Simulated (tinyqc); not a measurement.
Van der Pauw, Hall and four-point-probe measurements on a doped layer: correction factor against the shape of the sample.

A uniform n-type layer with sheet resistance Rs = 1/(q ns mu), point contacts, low field (mu B small).

Rs = 1/(q ns mu). For a rectangle with contacts at the corners, RA = (8 Rs/pi) sum_(k>=0) ln coth((2k + 1) pi a/(2 b)) with current along a short side b and voltage along the opposite one, RB the same with a and b exchanged. ar = a/b. F = Rs/[(pi/ln 2)(RA + RB)/2]; small-asymmetry estimate 1 - (ln 2/2) d^2 - ((ln 2)^2/4 - (ln 2)^3/12) d^4 with d = (RB - RA)/(RB + RA).

Inputs (values chosen for the exercise): sheet density of the layer ns = 3e13 cm^-2; drift mobility mu = 250 cm^2/(V s).

Constants: q = 1.602176634e-19 C. Results are converted to the units shown.

Results:
```
ar    RA (ohm)  RB (ohm)    RB/RA       F  estimate of F
1        183.6     183.6    1.000   1.000          1.000
1.34     62.96     411.5    6.536  0.7740         0.7861
1.69     20.96     682.4    32.55  0.5221         0.6213
2.03     7.203     958.5    133.1  0.3803         0.5767
2.37     2.475      1239    500.6  0.2958         0.5653
3.06    0.2833      1812     6397  0.2026         0.5614
3.4    0.09735      2095  2.152e4  0.1753         0.5612
```

Estimate the missing row, ar = 2.71.

Computed row:
```
ar    RA (ohm)  RB (ohm)  RB/RA       F  estimate of F
2.71    0.8506      1521   1788  0.2413         0.5623
```

With this row back in the table: RB/RA rises from 1.00 to 21500 and F falls from 1.00 to 0.175. The estimate is 19 % above F at a/b = 1.69 and 3.20 times it in the last row. RA shrinks about as exp(-pi a/b): by a factor of 2.91 between the last two rows, against 2.91.

Program tinyqc, `OMP_NUM_THREADS=1 python tinyqc.py 2850201 2850202 out.jsonl`; Intel Xeon 2.30GHz, shared host, one thread, about 0.04 s.
